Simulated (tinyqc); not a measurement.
Inductance and parasitic capacitance from two readings.

Problem. A loss-free coil L in parallel with C shows the apparent inductance L/(1 - w^2 L C), w = 2 pi f. Find L, C and the self-resonance 1/(2 pi sqrt(L C)).

apparent inductance at 9.1 and 15 GHz (nH): 1.3712070  2.3778640

Solution. The inverse of the reading is 1/L - w^2 C, a straight line in w^2.

L = 1.100 nH
C = 55.00 fF
self-resonance = 20.46 GHz

tinyqc, about 0.01 s, one thread, Intel Xeon 2.30GHz (shared host): `OMP_NUM_THREADS=1 python tinyqc.py 2302103 2302104 out.jsonl`
